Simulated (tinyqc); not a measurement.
Zero-field depth and permittivity from two fields.

Problem. The apparent depth of a Coulomb trap is Et - sqrt(q F/(pi eps0 eps_r)). Find Et and eps_r.

Constants: q = 1.602176634e-19 C, eps0 = 8.8541878128e-14 F/cm where lengths are in cm. Results are converted to the units shown.

apparent depth at F = 65 and 260 kV/cm (eV): [0.15570489, 0.10140978]

Answer. The depth is linear in sqrt(F): the intercept is Et and the slope -sqrt(q/(pi eps0 eps_r)).

Et = 0.2100 eV
eps_r = 12.70

Computed by the program tinyqc: `OMP_NUM_THREADS=1 python tinyqc.py 2050001 2050002 out.jsonl`, one thread of a shared Intel Xeon 2.30GHz, about 0.01 s for the whole run.
